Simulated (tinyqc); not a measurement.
MOS capacitor on an n-type substrate, surface potential from the exact charge relation: one step of the calculation.

Uniform n-type substrate, Boltzmann statistics, full ionisation, classical densities. psi is the surface potential against the body (positive when the bands bend down) and u = -psi/Vt. Traps are spread evenly over the gap and neutral at flat band, so their charge is -q Dit psi; the minority quasi-Fermi level is shifted by Vb.

Question. Flat band, threshold and scales. ni = sqrt(Nc Nv) exp(-Eg/(2 Vt)), Eg in volts; phiF = Vt ln(N/ni); Cox = eps0 eox/tox; Vfb = phiM - chi - Vt ln(Nc/N) - q Nf/Cox; Q0 = sqrt(2 eps0 eps_r q N Vt); r = (ni/N)^2 exp(-Vb/Vt); VT = Vfb - [(2 phiF + Vb)(1 + q Dit/Cox) + sqrt(2 eps0 eps_r q N (2 phiF + Vb))/Cox].

Parameters, values chosen for the exercise; band and dielectric values close to those of silicon: temperature T = 293 K; band gap Eg = 1.1 eV; relative permittivity eps_r = 11.8; conduction-band density of states at T Nc = 2.66e19 cm^-3; valence-band density of states at T Nv = 2.61e19 cm^-3; electron affinity chi = 4.04 eV; donor density of the substrate N = 1.3e18 cm^-3; relative permittivity of the gate insulator (close to hafnium oxide) eox = 22.2; insulator thickness tox = 5.4 nm; gate work function phiM = 4.98 eV; fixed charge at the interface, in units of q Nf = 4.5e10 cm^-2; density of interface traps Dit = 0 cm^-2 eV^-1; reverse bias of the inversion layer against the body Vb = 0 V.

Constants: q = 1.602176634e-19 C, kB = 1.380649e-23 J/K, Vt = kB T/q, eps0 = 8.8541878128e-14 F/cm where lengths are in cm. Results are converted to the units shown.

Give: ni; phiF; Cox; Vfb; Q0; r; VT.

Answer.

ni = 9.129e9 cm^-3
phiF = 0.4740 V
Cox = 3.640 uF/cm^2
Vfb = 0.8618 V
Q0 = 104.8 nC/cm^2
r = 4.931e-17
VT = -0.2627 V

Program tinyqc, `OMP_NUM_THREADS=1 python tinyqc.py 2060167 2060168 out.jsonl`; Intel Xeon 2.30GHz, shared host, one thread, about 0.01 s.
